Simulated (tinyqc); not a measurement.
# Piezoresistors in the (001) plane of a cubic crystal: effect of the direction of the resistor

Plane stress in crystal axes x = [100], y = [010]. First-order piezoresistance: d rho_xx/rho = p11 sxx + p12 syy, d rho_yy/rho = p12 sxx + p11 syy, d rho_xy/rho = p44 sxy; a resistor along d = (cos th, sin th) changes by dR/R = d.(d rho/rho).d. Changes of geometry and second-order terms are left out.

For uniaxial stress along or across the current: pL = p11 - (A/2) sin^2(2 th), pT = p12 + (A/2) sin^2(2 th), A = p11 - p12 - p44. dR/R is for the given stress.

Parameters, values chosen for the exercise; coefficients close to those of lightly doped p-type silicon:
```
symbol  value        unit                     meaning
p11      6.43  x 1e-11/Pa  piezoresistive coefficient
p12     -1.03  x 1e-11/Pa  piezoresistive coefficient
p44       131  x 1e-11/Pa  piezoresistive coefficient
Sx       -190         MPa                  stress sxx
Sy        190         MPa                  stress syy
St          3         MPa            shear stress sxy
```

Effect of the direction of the resistor:
```
th (deg)  pL (1e-11/Pa)  pT (1e-11/Pa)  pL - pT (1e-11/Pa)  dR/R (%)
0                 6.430         -1.030               7.460    -1.417
10                13.66         -8.256               21.91    -1.198
20                31.95         -26.55               58.50   -0.8332
30                52.76         -47.36               100.1   -0.3684
45                68.20         -62.80               131.0    0.3930
60                52.76         -47.36               100.1     1.049
75                21.87         -16.47               38.34     1.424
90                6.430         -1.030               7.460     1.417
```

The sum pL + pT = p11 + p12 = 5.40 holds in every row. |pL - pT|, which sets the output of a bridge under uniaxial stress, is largest at 45 degrees (131) and is 7.46 at 0 degrees. The change dR/R goes from -1.417 through a maximum of 1.424 (at th = 75 deg among the rows listed) to 1.417 %.

Numbers from tinyqc (`OMP_NUM_THREADS=1 python tinyqc.py 2530035 2530036 out.jsonl`; about 0.01 s on one thread of a shared Intel Xeon 2.30GHz).
